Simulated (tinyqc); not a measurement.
Inductance and parasitic capacitance from two readings.

Inverse problem. A loss-free coil L in parallel with C shows the apparent inductance L/(1 - w^2 L C), w = 2 pi f. Find L, C and the self-resonance 1/(2 pi sqrt(L C)).

apparent inductance at 4.9 and 10 GHz (nH): 1.2573149  2.2970030

Answer. The inverse of the reading is 1/L - w^2 C, a straight line in w^2.

L = 1.10 nH
C = 120 fF
self-resonance = 13.9 GHz

Numbers from tinyqc (`OMP_NUM_THREADS=1 python tinyqc.py 2302198 2302199 out.jsonl`; about 0.01 s on one thread of a shared Intel Xeon 2.30GHz).
